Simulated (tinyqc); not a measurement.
Scaling the whole coupling: critical temperature from a phonon spectrum: McMillan, Allen-Dynes and the linearised Eliashberg equation. Computed by tinyqc, a small Python program. Command: `OMP_NUM_THREADS=1 python tinyqc.py 3030756 3030757 out.jsonl eliashberg walk`. One thread of a shared host (Intel(R) Xeon(R) Processor @ 2.30GHz), about 0.01 s of CPU time with the checks.

alpha^2 F(omega) = sum_i (lambda_i omega_i/2) delta(omega - omega_i), so that lambda = 2 int alpha^2 F/omega d omega = sum_i lambda_i.

Inputs (values chosen for the exercise, for a model metal):

| quantity | value | unit |
|---|---|---|
| peak energy omega_1 | 37.1 | meV |
| coupling lambda_1 | 0.784 | - |
| peak energy omega_2 | 84.1 | meV |
| coupling lambda_2 | 0.63 | - |
| peak energy omega_3 | 124 | meV |
| coupling lambda_3 | 0.726 | - |
| Coulomb pseudopotential mu* | 0.13 | - |

Peaks in alpha^2 F: three.

Constants: k_B = 8.617333262e-05 eV/K.

Method:
- omega_log = exp(sum lambda_i ln omega_i / lambda); omega_rms = sqrt(sum lambda_i omega_i^2 / lambda).
- McMillan form: k_B T_c = (omega_log/1.2) exp[-1.04 (1 + lambda)/(lambda - mu* (1 + 0.62 lambda))]. Allen-Dynes multiplies it by f1 f2: f1 = [1 + (lambda/L1)^(3/2)]^(1/3), L1 = 2.46 (1 + 3.8 mu*); f2 = 1 + (omega_rms/omega_log - 1) lambda^2/(lambda^2 + L2^2), L2 = 1.82 (1 + 6.3 mu*) omega_rms/omega_log.
- Linearised Eliashberg equation at omega_n = (2n + 1) pi k_B T, n = 0..N-1: lambda(j) = sum_i lambda_i omega_i^2/(omega_i^2 + (2 pi j k_B T)^2); K_mn = lambda(m - n) + lambda(m + n + 1) - 2 mu*(N) - delta_mn [2m + 1 + lambda(0) + 2 sum_(j=1..m) lambda(j)], with 1/mu*(N) = 1/mu* + ln(omega_rms/omega_N), omega_N = (2N + 1) pi k_B T. T_c is where the largest eigenvalue rho of K is zero.
- N is the smallest integer at or above 8 omega_max/(2 pi k_B T_AD), omega_max the highest peak and T_AD the Allen-Dynes value.
- All lambda_i are multiplied by s. The last column is the large-lambda limit for mu* = 0, k_B T_c = 0.1827 omega_rms sqrt(lambda).

lambda = 2.14

omega_rms = 88.3334 meV

omega_log = 71.0873 meV

T_c (K):

| s | lambda | McMillan | Allen-Dynes | Eliashberg | large-lambda limit |
|---|---|---|---|---|---|
| 0.6 | 1.284 | 71.65 | 77.92 | 73.46 | 212.21 |
| 0.8 | 1.712 | 97.49 | 110.72 | 108.18 | 245.04 |
| 1.0 | 2.140 | 116.26 | 138.20 | 138.64 | 273.97 |
| 1.3 | 2.782 | 136.03 | 173.28 | 178.10 | 312.37 |
| 1.7 | 3.638 | 153.33 | 213.20 | 222.36 | 357.21 |
| 2.3 | 4.922 | 169.31 | 264.34 | 277.56 | 415.49 |
| 3.2 | 6.848 | 182.96 | 328.67 | 344.84 | 490.09 |

What follows from these numbers?

McMillan/Eliashberg runs from 0.98 at lambda = 1.28 to 0.53 at 6.85: the exponential form levels off at large lambda, while the true T_c keeps rising (exponent 0.66 between the last rows, tending to 1/2). Allen-Dynes stays within about 6 % over the table. The last row reaches 70 % of the mu* = 0 limit; with mu* above zero T_c stays below that line at any lambda.

Extremes, crossings and ranges named in words are read from the listed rows.
